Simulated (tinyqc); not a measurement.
Narrowing from the saturation current.

Question. A uniform n-type emitter has J0 = (q p0 D/L)(s + tanh(W/L))/(1 + s tanh(W/L)), D = mup Vt, s = S L/D, and p0 = (ni^2/N) exp(dE_app/kB T), where dE_app = dEg + kB T ln[(N/Nc) exp(-eta)]. Find p0, dE_app and dEg.

Values chosen for this exercise; band and dielectric values close to those of germanium:
```
symbol,value,unit,meaning
T,250,K,temperature
Nc,8.06e18,cm^-3,conduction-band density of states at 250 K
N,1.4e19,cm^-3,ionised donor density
mup,110,cm^2/(V s),minority-hole mobility
W,160,nm,emitter width
S,2500,cm/s,recombination velocity at the contact
```

Constants: q = 1.602176634e-19 C, kB = 1.380649e-23 J/K, Vt = kB T/q. Results are converted to the units shown.

J0 = 1.1376092e6 fA/cm^2
L = 1936.7864 nm
ni = 1.5645759e12 cm^-3
converged eta = 1.1520605

Solution. J0 gives p0, its ratio to ni^2/N gives dE_app, and the degeneracy term is taken off.

p0 = 2.06e6 cm^-3
dE_app = 53.1 meV
dEg = 66.0 meV

Computed by the program tinyqc: `OMP_NUM_THREADS=1 python tinyqc.py 2330061 2330062 out.jsonl`, one thread of a shared Intel Xeon 2.30GHz, about 0.01 s for the whole run.
